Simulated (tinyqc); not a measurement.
What each parameter does: donor level screened by free carriers (Yukawa potential).

Screening wave number: Debye ks^2 = 4 pi q n/(eps kB T); Thomas-Fermi ks^2 = 6 pi q n/(eps EF) with EF = c (3 pi^2 n/gv)^(2/3)/m, c = hbar^2/2m0; the two are joined by 1/ks^2 = sqrt(1/ks_D^4 + 1/ks_TF^4). 1e18/cm^3 = 1e-6/angstrom^3, q = e^2/(4 pi eps0).

Potential -(q/(eps r)) exp(-ks r), q = e^2/(4 pi eps0). In units Ry* = Ry m/eps^2 and a* = a0 eps/m the problem is [-Laplacian - 2 exp(-x r)/r] psi = E psi with x = ks a*.

Converged values use 18 functions exp(-z r), z = 1.55^i, i = -11 to 6: S = 2/A^3, H = z_i z_j S - 2/(A + x)^2, A = z_i + z_j.

Constants: e^2/(4 pi eps0) = 14.39964547 eV angstrom; kB = 8.617333262e-05 eV/K; hbar^2/2m0 = 3.80998211 eV angstrom^2; Ry = 13.60569312 eV; a0 (Bohr radius) = 0.5291772105 angstrom.

Inputs chosen for the exercise (near those of a donor in 4H SiC, with one mean mass; the results hold for these values, not for the real material): m = 0.406 m0 (mass); eps = 10 (dielectric constant); gv = 3 (valleys); T = 300 K (temperature); n = 3.9 x 1e18/cm^3 (free-carrier density).

Ry* = Ry m/eps^2, a* = a0 eps/m, x = ks a* with the joined ks; converged binding.

Results for these values:

| case | 1/ks (angstrom) | x | binding in Ry* | binding (meV) |
|---|---|---|---|---|
| base | 19.5 | 0.669 | 0.164 | 9.04 |

What happens to each result for T = 270 K, all else kept?

Answer: 1/ks falls from 19.5 to 18.6; x rises from 0.669 to 0.702; binding in Ry* falls from 0.164 to 0.143; binding falls from 9.04 to 7.87.

The same for each parameter in turn:

| case | 1/ks (angstrom) | x | binding in Ry* | binding (meV) |
|---|---|---|---|---|
| base | 19.5 | 0.669 | 0.164 | 9.04 |
| n = 5.85 x 1e18/cm^3 | 16.1 | 0.809 | 0.085 | 4.71 |
| T = 270 K | 18.6 | 0.702 | 0.143 | 7.87 |
| m = 0.455 m0 | 19.4 | 0.599 | 0.213 | 13.20 |
| eps = 9.2 | 18.7 | 0.641 | 0.182 | 11.89 |
| gv = 4 | 19.4 | 0.672 | 0.161 | 8.90 |

tinyqc: `OMP_NUM_THREADS=1 python tinyqc.py 1282338 1282339 out.jsonl`; about 0.02 s, one thread, shared Intel(R) Xeon(R) Processor @ 2.30GHz.
